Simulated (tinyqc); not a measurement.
Surface orientation: inversion layer as a triangular well, valleys of the Si type.

Six ellipsoidal valleys with their long axes along the cube axes, mass ml along the axis and mt across it. For a valley whose axis makes the angle theta with the surface normal, 1/m_z = cos^2(theta)/ml + sin^2(theta)/mt sets the confinement; in the plane the masses are m_1 = mt and m_2 = ml mt/m_z, and m_d = sqrt(m_1 m_2).

The field is taken as constant, e F = 4 pi (e^2/4 pi eps0)(Nd + eta Ns)/eps, with 1e12/cm^2 = 1e-4/angstrom^2, and the oxide as a hard wall at z = 0; c = hbar^2/2m0.

Level j of a valley lies at E_j = a_j (c (e F)^2/m_z)^(1/3) above the band edge at the surface, with the Airy zeros a_j = 2.338107, 4.087949, 5.520560, 6.786708, 7.944134, 9.022651, 10.040174, 11.008524, 11.936016, 12.828777, and has <z> = 2 E_j/(3 e F).

Subband i holds n_i = g m_d/(2 pi c) kB T ln(1 + exp((EF - E_i)/kB T)) (spin included), and EF is fixed by sum n_i = Ns over the levels listed or, where none are listed, over j = 0 to 9 of each group; 1e12/cm^2 = 1e-4/angstrom^2.

Constants: hbar^2/2m0 = 3.80998211 eV angstrom^2; e^2/(4 pi eps0) = 14.39964547 eV angstrom; kB = 8.617333262e-05 eV/K.

Values chosen for the exercise (near those of Si; the results hold for these values, not for the real material): ml = 0.9 m0 (longitudinal mass); mt = 0.189 m0 (transverse mass); eps = 11.6 (dielectric constant); Nd = 0.87 x 1e12/cm^2 (depletion charge); eta = 0.5 (share of Ns in the effective field); Ns = 5.9 x 1e12/cm^2 (electron sheet density); T = 77 K (temperature).

The same densities on four faces. m_c is the conductivity mass averaged over directions in the plane: 1/m_c = sum n_i (1/m_1 + 1/m_2)/2 / Ns.

Cases:

| face |
|---|
| (100) |
| (110) |
| (111) |
| (211) |

Rank the cases by EF (eV), lowest first.

Answer: (100), (211), (110), (111).

Results:

| face | valleys of lowest | lowest E (eV) | EF (eV) | share of lowest (%) | <z> (angstrom) | m_c (m0) |
|---|---|---|---|---|---|---|
| (100) | 2 | 0.1243 | 0.1616 | 99.9 | 13.9 | 0.189 |
| (110) | 4 | 0.1769 | 0.1863 | 98.8 | 19.8 | 0.281 |
| (111) | 6 | 0.1889 | 0.1925 | 100.0 | 21.1 | 0.294 |
| (211) | 2 | 0.1630 | 0.1856 | 91.7 | 18.6 | 0.265 |

The lowest level is deepest on (100), where a valley axis lies closest to the normal, and the lightest conductivity mass is on (100) (0.189 m0, against 0.294 m0 on (111)). EF, counted from the band edge at the surface, is lowest on (100) and spans 31 meV.

(tinyqc, `OMP_NUM_THREADS=1 python tinyqc.py 1281038 1281039 out.jsonl`, Intel(R) Xeon(R) Processor @ 2.30GHz, 1 thread, shared host, about 0.04 s.)
